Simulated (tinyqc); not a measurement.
Worked calculation: bias-temperature instability from a Gaussian distribution of capture and emission barriers. Computed by tinyqc, a small Python program that keeps every step. Command: `OMP_NUM_THREADS=1 python tinyqc.py 3023724 3023725 out.jsonl bti walk`. One thread of a shared host (Intel(R) Xeon(R) Processor @ 2.30GHz), about 0.01 s of CPU time with the checks. Intermediate numbers are printed to about 5 digits and carried at full precision; extremes and crossings named in words are read from the listed rows.

Each trap has a capture time tau_0 exp(E_c/(k_B T)) under stress and an emission time tau_0 exp(E_e/(k_B T)) after it. E_c is Gaussian, and E_e = E_c + d with d Gaussian and independent. A trap counts as filled once t_s exceeds its capture time and as emptied once t_r exceeds its emission time.

Inputs (values chosen for the exercise, for a model p-channel transistor):
```
quantity                                      value        unit
shift with all traps filled V_max                77          mV
mean capture barrier at zero field mu_c        1.76          eV
spread of capture barriers sigma_c             0.21          eV
lowering of mu_c per field k_F                0.053  eV/(MV/cm)
oxide field F                                     4       MV/cm
mean of E_e - E_c at the stress field, delta  0.062          eV
spread of E_e - E_c, sigma_d                   0.34          eV
time constant tau_0                           3e-11           s
temperature T                                    60           C
stress time t_s                               90000           s
recovery time t_r                              0.08           s
failure criterion                                50          mV
```

Constants: k_B = 8.617333262e-05 eV/K.

## Stress

Demarcation energies E_s = k_B T ln(t_s/tau_0), E_r = k_B T ln(t_r/tau_0); mean barrier mu = mu_c - k_F F; z = (E_s - mu)/sigma_c; Phi is the standard normal distribution. Temperatures in kelvin are T(C) + 273.15. Shift without recovery dV0 = V_max Phi(z); local time exponent n = d ln dV0/d ln t_s = (k_B T/sigma_c) exp(-z^2/2)/(sqrt(2 pi) Phi(z)); apparent activation energy n E_s.

E_s = 1.0231 eV

mean barrier mu = 1.548 eV

z = -2.4995

shift without recovery dV0 = 0.47879 mV

time exponent n = 0.38583

apparent activation energy = 0.39474 eV

The stress has filled 0.62 % of the traps. The apparent energy 0.395 eV is only the share n of the barriers near 1.02 eV that are being crossed.

## Recovery

Remaining shift dV = V_max int_(-infinity)^(E_s) g(E_c) [1 - Phi((E_r - E_c - delta)/sigma_d)] dE_c, g the Gaussian density of E_c (Gauss-Legendre, 120 points over 7 sigma_c below E_s).

E_r = 0.62310 eV

remaining shift dV = 0.41793 mV

remaining share dV/dV0 = 0.87288

A measurement delay of t_r hides 13 % of the shift.

## Lifetime

Solve V_max Phi(z) = criterion for t_s; the power-law extrapolation from the stress point is t_s (criterion/dV0)^(1/n); 1 year = 3.15576e7 s.

log10 of the lifetime in s = 14.113

log10 of the power-law estimate in s = 10.187

The power law gives a time shorter by 3.93 decades, since n falls as traps fill; ten years is log10 = 8.50. Caution: a lifetime this far beyond any test is a formal extrapolation of the Gaussian.

## What a measurement delay does to the time exponent

Columns: no delay, and delays of 1 us, 1 ms and 1 s.

Shift (mV):
```
t_s (s)     no delay        1 us        1 ms         1 s
1.00e+00  1.8972e-03  1.6792e-03  1.3914e-03  9.8263e-04
1.00e+01  6.9662e-03  6.3847e-03  5.5014e-03  4.1119e-03
1.00e+02  2.3284e-02  2.1905e-02  1.9510e-02  1.5344e-02
1.00e+03  7.0896e-02  6.7981e-02  6.2231e-02  5.1193e-02
1.00e+04  1.9681e-01  1.9130e-01  1.7904e-01  1.5313e-01
1.00e+05  4.9861e-01  4.8925e-01  4.6595e-01  4.1191e-01
1.00e+06  1.1543e+00  1.1399e+00  1.1003e+00  9.9968e-01
1.00e+07  2.4454e+00  2.4254e+00  2.3645e+00  2.1966e+00
```

Between 10 and 1000 s the apparent exponent is 0.504 without delay, 0.514 at 1 us, 0.527 at 1 ms and 0.548 at 1 s: a slow measurement loses more of a short stress than of a long one, which steepens the curve. Without delay the exponent falls from 0.565 to 0.326 over the table, so the growth is not a true power law. Caution: step-function filling and one Gaussian population are simplifications; real devices show several populations.

Checks made by the program: time exponent against a finite difference (relative difference below 1e-10).
